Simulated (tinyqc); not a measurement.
Inside a calculation. Model: bandgap voltage reference from two bipolar transistors.

tinyqc, about 0.02 s, one thread, Intel Xeon 2.30GHz (shared host): `OMP_NUM_THREADS=1 python tinyqc.py 2062101 2062102 out.jsonl` Printed values are rounded.

Two transistors of area 1 and N carry the same current I. Is(T) = Is (T/T0)^eta exp[(Vg0 q/kB)(1/T0 - 1/T)], VBE1 = Vt ln(I/Is(T)) + I rb, VBE2 = Vt ln(I/(N Is(T))) + I rb/N. The amplifier forces I R1(T) = VBE1 - VBE2 + Vos, with R(T) = R (1 + tc (T - T0)) for both resistors, and the output is Vref = VBE1 + I R2(T). Base currents and the Early effect are neglected.

Parameters, values chosen for the exercise; values of the order met in silicon bipolar transistors:
```
symbol    value   unit                                                   meaning
T0          298      K                                     reference temperature
Vg0       1.205      V                      band-gap voltage extrapolated to 0 K
eta         3.7                   temperature exponent of the saturation current
Is      8.8e-16      A           saturation current of the unit transistor at T0
N            15                              area ratio of the second transistor
R1          3.9   kohm  resistor across which the difference of VBE falls, at T0
tc          600  ppm/K                 temperature coefficient of both resistors
Vos           0     mV                                   offset of the amplifier
rb           81    ohm                  series resistance of the unit transistor
R2        35.75   kohm                                     output resistor at T0
T           253      K                                               temperature
```

Constants: q = 1.602176634e-19 C, kB = 1.380649e-23 J/K. Results are converted to the units shown.

## Operating point at the reference temperature

Vt = kB T/q; I = (Vt ln N + Vos)/(R1(T) - rb (1 - 1/N)). Evaluate at T = T0.

Vt = 0.0256797 V
I = 18.1837 uA
Is(T) = 8.8e-16 A
VBE1 = 0.611406 V
I R2 = 0.650068 V
Vref = 1.26147 V

## Operating point at another temperature

Vt = kB T/q; I = (Vt ln N + Vos)/(R1(T) - rb (1 - 1/N)).

Vt = 0.0218019 V
I = 15.8749 uA
Is(T) = 1.13949e-19 A
VBE1 = 0.711324 V
I R2 = 0.552206 V
Vref = 1.26353 V

From T0 to T, VBE1 changes by 99.9 mV and I R2 by -97.9 mV, which leaves 2.06 mV in Vref.

## Resistor for zero slope at T0, ideal case

With tc = 0, Vos = 0 and rb = 0 the current is proportional to T, dVBE/dT = (VBE - Vg0 - (eta - 1) Vt)/T, and Vref has zero slope at T0 when Vref = Vg0 + (eta - 1) Vt0. Find VBE1, its slope, that Vref, R2/R1 and the curvature d2Vref/dT2 = -(eta - 1) kB/(q T0).

VBE1 = 0.609431 V
dVBE/dT = -2.23122 mV/K
Vref = 1.27434 V
R2/R1 = 9.56122
curvature = -0.780765 uV/K^2
